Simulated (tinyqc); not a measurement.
Defect equilibria of an oxide against oxygen pressure (mass action): one step, computed by the program tinyqc.

Defects: oxygen vacancies V (charge +2), electrons n, holes p, the ionic partner X = O_i'' (charge -2). Activities are taken equal to concentrations.

Question. Conductivities. sigma_n = e n mu_n, sigma_p = e p mu_p, sigma_ion = 2 e [V] mu_V with mu_V = 2 e D/(k_B T) and D = D_0 exp(-E_m/k_B T); only the oxygen vacancies carry ionic current, and the ionic transport number is sigma_ion over the total.

Inputs (values chosen for the exercise, for a model oxide):

| quantity | value | unit |
|---|---|---|
| temperature T | 1100 | K |
| electron mobility mu_n | 0.015 | cm^2/(V s) |
| hole mobility mu_p | 0.021 | cm^2/(V s) |
| vacancy diffusion prefactor D_0 | 0.15 | cm^2/s |
| vacancy migration energy E_m | 0.53 | eV |

Ionic disorder: anion Frenkel. Dopant (singly charged, fully ionised): none.

n = 1.071340e+17 cm^-3

[V] = 6.414968e+16 cm^-3

p = 3.409309e+12 cm^-3

Constants: k_B = 8.617333262e-05 eV/K; e = 1.602176634e-19 C.

Give: sigma_n; sigma_p; sigma_ion; total conductivity; ionic transport number.

Answer.

sigma_n = 2.5747e-04 S/cm

sigma_p = 1.1471e-08 S/cm

sigma_ion = 2.4268e-04 S/cm

total conductivity = 5.0016e-04 S/cm

ionic transport number = 0.48520

The conductor is mainly n-type electronic here.
